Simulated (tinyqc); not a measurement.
From a target to a composition: model-solid line-up of a strained alloy layer on a substrate.

Problem. A layer of the alloy is strained to the substrate, and its gap (Ec minus the top valence edge) is given. Find x between 0.02 and 0.48, where the gap is monotonic.

All values of the alloy are linear in x but the gap, Eg(x) = (1 - x) Eg_A + x Eg_B - C x (1 - x), and the valence edge, Ev(x) = (1 - x) Ev_A + x Ev_B + fv C x (1 - x); Ec = Ev + Eg. Ev is the top of the unstrained valence band on a scale common to all materials. In the layer only the Gamma valley of the conduction band is followed, also where an X or L valley would lie lower.

Coherent growth on a (001) face: e_par = (a_s - a)/a, e_perp = -2 (C12/C11) e_par; exx = eyy = e_par, ezz = e_perp, no shear.

Strained edges: Ec + ac tr(e); the valence edges are Ev plus the levels of the 6 x 6 matrix of X, Y, Z times spin with -Dso/3 + l exx + m (eyy + ezz) on the diagonal (cyclic), n exy off it, l = av + 2 b, m = av - b, n = sqrt(3) d. Spin-orbit term (Dso/3) L.sigma on X, Y, Z with (L_k)_ij = -i epsilon_kij: <X+|H|Y+> = -i Dso/3, <X+|H|Z-> = Dso/3, <Y+|H|Z-> = -i Dso/3, <Z+|H|X-> = -Dso/3, <Z+|H|Y-> = i Dso/3, <X-|H|Y-> = i Dso/3, and their conjugates; + and - are the spin along z.

Inputs chosen for the exercise (A near GaSb, B near GaAs, substrate near InAs; the results hold for these values, not for the real material): a = (6.099, 5.655) angstrom (lattice constant of A, B); Eg = (0.807, 1.525) eV (gap at Gamma to the s-like level of A, B); Dso = (0.753, 0.343) eV (spin-orbit splitting of A, B); Ev = (-0.03, -0.81) eV (top of the unstrained valence band of A, B); ac = (-7.6, -7.06) eV (conduction deformation potential of A, B); av = (0.8, 1.16) eV (valence hydrostatic potential of A, B); b = (-2.01, -1.99) eV (tetragonal shear potential of A, B); d = (-4.64, -4.81) eV (trigonal shear potential of A, B); C11 = (89.6, 123.6) GPa (of A, B); C12 = (39.8, 57.4) GPa (of A, B); C44 = (42.7, 60.3) GPa (of A, B); C = 1.399 eV (bowing of the gap); fv = 0.7 (share of the bowing taken by the valence edge); a_s = 6.06 angstrom (substrate); face = 001 (growth face).

strained gap = 0.782367 eV

Find: x; e_par; gap of the relaxed alloy.

Solution. Bisect on x; the strained gap is 0.8213 eV at x = 0.02 and 0.3853 eV at x = 0.48.

x = 0.060
e_par = -0.204 %
gap of the relaxed alloy = 0.771 eV

Program tinyqc; command `OMP_NUM_THREADS=1 python tinyqc.py 1081384 1081385 out.jsonl`; about 0.01 s on one thread of a shared Intel(R) Xeon(R) Processor @ 2.30GHz.
